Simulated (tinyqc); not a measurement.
Worked calculation: CIS and TDHF on RHF in the sto-3g basis, frozen core, for BeH2, spin multiplicity 1. One step of it, computed by the program tinyqc.

Question. TDHF (RPA) triplet states. B(ia,jb) = - (ib|ja); the squared energies are the eigenvalues of (A - B)(A + B); 1 hartree = 27.211386 eV.

CIS matrix A, triplet (hartree), order 2>4, 2>5, 2>6, 2>7, 3>4, 3>5, 3>6, 3>7:
```
[[0.299309, 0.000000, -0.005248, 0.011991, -0.000830, 0.000000, -0.000802, 0.025956],
 [0.000000, 0.302548, 0.000000, 0.000000, 0.000000, -0.000666, 0.000000, 0.000000],
 [-0.005248, 0.000000, 0.550829, -0.058817, -0.000802, 0.000000, 0.012054, -0.124978],
 [0.011991, 0.000000, -0.058817, 0.979320, 0.025956, 0.000000, -0.124978, -0.021461],
 [-0.000830, 0.000000, -0.000802, 0.025956, 0.270200, 0.000000, 0.002650, -0.012030],
 [0.000000, -0.000666, 0.000000, 0.000000, 0.000000, 0.275236, 0.000000, 0.000000],
 [-0.000802, 0.000000, 0.012054, -0.124978, 0.002650, 0.000000, 0.487906, 0.059294],
 [0.025956, 0.000000, -0.124978, -0.021461, -0.012030, 0.000000, 0.059294, 0.936877]]
```

Two-electron integrals over orbitals (pq|rs), unique and non-zero (hartree); the lowest 1 orbital is frozen and left out:
```
(22|22) 0.435304    (32|22) 0.068486    (32|32) 0.134947    (33|22) 0.385336
(33|32) -0.056036   (33|33) 0.462629    (42|22) 0.012688    (42|32) 0.001864
(42|33) 0.009900    (42|42) 0.047953    (43|22) 0.002459    (43|32) 0.010182
(43|33) -0.007003   (43|42) -0.006643   (43|43) 0.017524    (44|22) 0.368908
(44|32) 0.000830    (44|33) 0.356390    (44|42) -0.023602   (44|43) 0.005983
(44|44) 0.454183    (52|52) 0.048197    (53|52) -0.006848   (53|53) 0.016235
(54|52) -0.008928   (54|53) 0.002016    (54|54) 0.025789    (55|22) 0.371700
(55|32) 0.000666    (55|33) 0.357385    (55|42) -0.006791   (55|43) 0.002200
(55|44) 0.400637    (55|55) 0.449859    (62|22) -0.031948   (62|32) -0.020595
(62|33) -0.037464   (62|42) -0.002277   (62|43) -0.000383   (62|44) 0.043048
(62|55) 0.047771    (62|62) 0.073617    (63|22) -0.035744   (63|32) -0.082424
(63|33) 0.048093    (63|42) -0.000178   (63|43) -0.009616   (63|44) -0.016610
(63|55) -0.017801   (63|62) -0.007106   (63|63) 0.085911    (64|22) 0.005248
(64|32) 0.000802    (64|33) -0.002650   (64|42) 0.039440    (64|43) -0.009375
(64|44) -0.005638   (64|55) 0.005399    (64|62) 0.018356    (64|63) -0.006134
(64|64) 0.044402    (65|52) 0.045227    (65|53) -0.010873   (65|54) -0.006366
(65|65) 0.049493    (66|22) 0.396238    (66|32) -0.012054   (66|33) 0.417534
(66|42) 0.025046    (66|43) -0.007065   (66|44) 0.362000    (66|55) 0.369395
(66|62) -0.027439   (66|63) 0.017778    (66|64) 0.015532    (66|66) 0.425150
(72|22) -0.025554   (72|32) -0.042428   (72|33) 0.008805    (72|42) -0.006210
(72|43) -0.010234   (72|44) 0.012637    (72|55) 0.012706    (72|62) 0.028188
(72|63) 0.053341    (72|64) 0.001871    (72|66) -0.003455   (72|72) 0.060744
(73|22) -0.006602   (73|32) -0.000779   (73|33) -0.020908   (73|42) -0.015568
(73|43) 0.005728    (73|44) 0.056305    (73|55) 0.055719    (73|62) 0.063565
(73|63) -0.027750   (73|64) 0.006143    (73|66) -0.027577   (73|72) 0.012020
(73|73) 0.078011    (74|22) -0.011991   (74|32) -0.025956   (74|33) 0.012030
(74|42) 0.005642    (74|43) 0.011022    (74|44) -0.000923   (74|55) -0.000033
(74|62) 0.004415    (74|63) 0.015866    (74|64) 0.001622    (74|66) 0.004102
(74|72) 0.004355    (74|73) 0.000768    (74|74) 0.022289    (75|52) 0.006361
(75|53) 0.012595    (75|54) -0.000528   (75|65) 0.002451    (75|75) 0.016581
(76|22) 0.058817    (76|32) 0.124978    (76|33) -0.059294   (76|42) 0.004041
(76|43) 0.012304    (76|44) 0.000047    (76|55) 0.000812    (76|62) -0.016406
(76|63) -0.090873   (76|64) 0.003318    (76|66) -0.016105   (76|72) -0.056326
(76|73) 0.003362    (76|74) -0.023858   (76|76) 0.133193    (77|22) 0.438165
(77|32) 0.021461    (77|33) 0.438982    (77|42) 0.002523    (77|43) 0.001578
(77|44) 0.393688    (77|55) 0.391661    (77|62) -0.039339   (77|63) -0.006087
(77|64) -0.007017   (77|66) 0.433633    (77|72) -0.016795   (77|73) -0.009602
(77|74) -0.003203   (77|76) 0.014737    (77|77) 0.491091
```

Give: TDHF matrix B, triplet; squared energies w^2; TDHF energies from the positive w^2.

Answer.

TDHF matrix B, triplet (hartree), order 2>4, 2>5, 2>6, 2>7, 3>4, 3>5, 3>6, 3>7:
```
[[-0.048, 0.000, 0.002, 0.006, 0.007, 0.000, 0.000, 0.010],
 [0.000, -0.048, 0.000, 0.000, 0.000, 0.007, 0.000, 0.000],
 [0.002, 0.000, -0.074, -0.028, 0.000, 0.000, 0.007, -0.053],
 [0.006, 0.000, -0.028, -0.061, 0.016, 0.000, -0.064, -0.012],
 [0.007, 0.000, 0.000, 0.016, -0.018, 0.000, 0.010, -0.006],
 [0.000, 0.007, 0.000, 0.000, 0.000, -0.016, 0.000, 0.000],
 [0.000, 0.000, 0.007, -0.064, 0.010, 0.000, -0.086, 0.028],
 [0.010, 0.000, -0.053, -0.012, -0.006, 0.000, 0.028, -0.078]]
```

squared energies w^2 (hartree^2): [0.071, 0.075, 0.086, 0.089, 0.187, 0.244, 0.943, 1.046]

TDHF energies from the positive w^2 (eV): [7.263, 7.474, 7.989, 8.125, 11.768, 13.448, 26.431, 27.831]
